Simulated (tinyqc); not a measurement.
Inside a calculation. Model: biaxially strained (001) channel, valley splitting in an inversion layer.

Computed by the program tinyqc: `OMP_NUM_THREADS=1 python tinyqc.py 2530164 2530165 out.jsonl`, one thread of a shared Intel Xeon 2.30GHz, about 0.02 s for the whole run. Printed values are rounded.

A thin layer grown on a relaxed buffer is stretched in the plane. The two valleys with their long axis along the growth direction (D2) sink against the four in-plane ones (D4); confinement in a triangular well splits them too. Only the lowest subband of each set is kept; one relaxation time, so the weakening of intervalley scattering is left out.

Parameters, values chosen for the exercise; values close to those of silicon on relaxed silicon-germanium: temperature T = 250 K; germanium share of the relaxed buffer x = 0.08; lattice mismatch per unit x b1 = 0.0418; elastic constant c11 = 170 GPa; elastic constant c12 = 63.8 GPa; shear deformation potential Xu = 9.22 eV; longitudinal mass ml = 0.932 m0; transverse mass mt = 0.187 m0; confining field F = 0.55 MV/cm; inversion density Ns = 1.7e12 cm^-2; Burgers vector bv = 0.384 nm.

Constants: q = 1.602176634e-19 C, kB = 1.380649e-23 J/K, hbar = 1.054571817e-34 J s, m0 = 9.1093837015e-31 kg, Vt = kB T/q, hbar^2/(2 m0) = 0.0380998212 eV nm^2. Results are converted to the units shown.

## Strain, stress and splitting

e_par = b1 x, e_perp = -2 (c12/c11) e_par, splitting D = Xu (e_par - e_perp), in-plane stress (c11 + c12 - 2 c12^2/c11) e_par.

e_par = 0.3344 %
e_perp = -0.250997 %
D = 53.9736 meV
stress = 0.621691 GPa

## Subband edges and densities of states

Levels E(m) = 2.33811 (hbar^2 q^2 F^2/(2 m))^(1/3): E2 = E(ml), E4 = E(mt) + D; N2 = 2 mt kB T/(pi hbar^2), N4 = 4 sqrt(mt ml) kB T/(pi hbar^2).

E2 = 0.116487 eV
E4 = 0.252949 eV
N2 = 3.36575e12 cm^-2
N4 = 1.50279e13 cm^-2

Of the gap E4 - E2 = 136 meV, confinement gives 82.5 meV.

## Iteration 1: critical thickness by substitution

h at the start = 100 nm

Critical thickness (Matthews-Blakeslee, 60-degree dislocations): h = bv (1 - nu/4)[ln(h/bv) + 1]/(4 pi e_par (1 + nu)), nu = c12/(c11 + c12). The right side gives h(new); e_par = b1 x.

h after iteration 1 = 43.8970 nm

## Iteration 2: critical thickness by substitution

As before.

h after iteration 2 = 38.3895 nm

## Course of the iteration: critical thickness by substitution

Stop when h changes by less than 1e-7 nm, or after 60 iterations.

Course of the iteration:
```
iteration,h (nm),|change| (nm)
1,43.8970,56.1
2,38.3895,5.51
3,37.4928,0.897
4,37.3346,0.158
5,37.3064,0.0283
6,37.3013,5.07e-3
7,37.3004,9.09e-4
8,37.3002,1.63e-4
9,37.3002,2.92e-5
10,37.3002,5.24e-6
11,37.3002,9.40e-7
12,37.3002,1.69e-7
13,37.3002,3.02e-8
```

Converged in 13 iterations. At the end each change is about 0.18 times the one before: linear convergence.

## Share of the light valleys and conductivity mass

EF = 0.107161 eV

EF solves Ns = N2 ln(1 + exp((EF - E2)/Vt)) + N4 ln(1 + exp((EF - E4)/Vt)); f2 is the share in D2, and 1/mc = f2/mt + (1 - f2)(1/mt + 1/ml)/2.

f2 = 0.989832
mc = 0.187763 m0

Without strain f2 would be 0.891 and mc 0.195 m0, so repopulation alone gains 4.1 % in mobility.
